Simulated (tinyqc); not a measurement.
# Resistance of a source-drain extension with a graded tip: two studies

y runs along the channel, the gate covers y > 0. The doping is N0 for y < y0 and N0 10^(-(y - y0)/la) beyond, uniform over the depth xj. Sheet conductance s(y) = q mu(N) max(N - Nch, 0) xj + (for y > 0) ma Cox Vo, with mu(N) = u0 + (u1 - u0)/(1 + (N/Nr)^au) and Cox = eps0 eox/tox. Current is taken as one-dimensional; depletion of the tip, spreading and the contact are left out. The metallurgical junction lies at yj, where N = Nch.

Parameters, values chosen for the exercise; mobility law close to that of holes in silicon: relative permittivity of the gate insulator (close to silicon nitride) eox = 7.4; insulator thickness tox = 2.1 nm; active doping of the extension far from the gate N0 = 7.5e19 cm^-3; lateral abruptness la = 4.7 nm/decade; position under the gate where the fall begins (gate edge at 0) y0 = 4.7 nm; depth of the extension xj = 22 nm; channel doping Nch = 5.5e17 cm^-3; spacer length Ls = 10 nm; gate overdrive Vo = 0.9 V; mobility of the gate-induced layer ma = 48 cm^2/(V s); mobility at low doping u1 = 470.5 cm^2/(V s); mobility at high doping u0 = 44.9 cm^2/(V s); reference doping Nr = 2.23e17 cm^-3; exponent au = 0.719; gate length Lg = 60 nm.

Constants: q = 1.602176634e-19 C, eps0 = 8.8541878128e-14 F/cm where lengths are in cm. Results are converted to the units shown.

Each table varies one quantity; the others keep the values above.

## Abruptness at a fixed junction position

R_spacer = integral of dy/s from -Ls to 0, R_ov from 0 to yj, R_channel = (Lg - 2 yj)/(ma Cox Vo), R_total = 2 R_spacer + 2 R_ov + R_channel. Electrical length L_eff = ma Cox dR_total/d(1/Vo); R_series = R_total - L_eff/(ma Cox Vo). y0 is moved with la so that yj stays at 14.733 nm.

The same in every row: yj (nm) = 14.73; R_channel (ohm um) = 226.5.

Abruptness at a fixed junction position:
```
la (nm/decade)	R_spacer (ohm um)	R_ov (ohm um)	R_total (ohm um)	L_eff (nm)	R_series (ohm um)
1	7.429	16.07	273.5	32.02	35.93
2.3	7.429	24.02	289.4	33.65	39.81
3.6	7.429	31.97	305.3	35.27	43.69
4.9	7.429	39.92	321.2	36.89	47.57
6.1	7.429	47.26	335.9	38.38	51.15
7.4	7.562	55.10	351.9	40.00	55.12
8.7	9.243	61.77	368.6	41.53	60.46
10	12.95	67.15	386.7	42.92	68.26
```

As la goes from 1 to 10 nm/decade, R_total rises from 274 to 387 ohm um, R_spacer rises from 7.43 to 12.9 ohm um and R_ov rises from 16.1 to 67.1 ohm um. R_total changes on average by 12.6 ohm um for each nm/decade. L_eff exceeds the metallurgical length by 1.49 nm in the first row and 12.4 nm in the last, since the gate also controls the lightly doped tips.

## Effect of the active doping of the extension far from the gate

Same model as above.

Results:
```
N0 (cm^-3)	yj (nm)	R_spacer (ohm um)	R_ov (ohm um)	R_channel (ohm um)	R_total (ohm um)	L_eff (nm)	R_series (ohm um)
2e19	12.04	23.89	40.84	266.6	396.0	42.37	81.72
3.1e19	12.93	16.40	40.07	253.3	366.2	40.41	66.43
7.2e19	14.65	7.713	38.75	227.8	320.7	36.81	47.61
1.1e20	15.51	5.208	38.26	214.9	301.9	35.05	41.86
1.7e20	16.40	3.454	37.88	201.8	284.4	33.25	37.72
2.6e20	17.27	2.300	37.62	188.9	268.7	31.51	34.94
4e20	18.15	1.516	37.43	175.8	253.7	29.75	33.02
```

Estimate the missing row, N0 = 4.7e19 cm^-3.

Computed row:
```
N0 (cm^-3)	yj (nm)	R_spacer (ohm um)	R_ov (ohm um)	R_channel (ohm um)	R_total (ohm um)	L_eff (nm)	R_series (ohm um)
4.7e19	13.78	11.35	39.36	240.7	342.1	38.61	55.68
```

With this row back in the table: As N0 goes from 2e19 to 4e20, R_total falls from 396 to 254 ohm um, L_eff falls from 42.4 to 29.7 nm and R_series falls from 81.7 to 33.0 ohm um.

Program tinyqc, `OMP_NUM_THREADS=1 python tinyqc.py 2282217 2282218 out.jsonl`; Intel Xeon 2.30GHz, shared host, one thread, about 0.03 s.
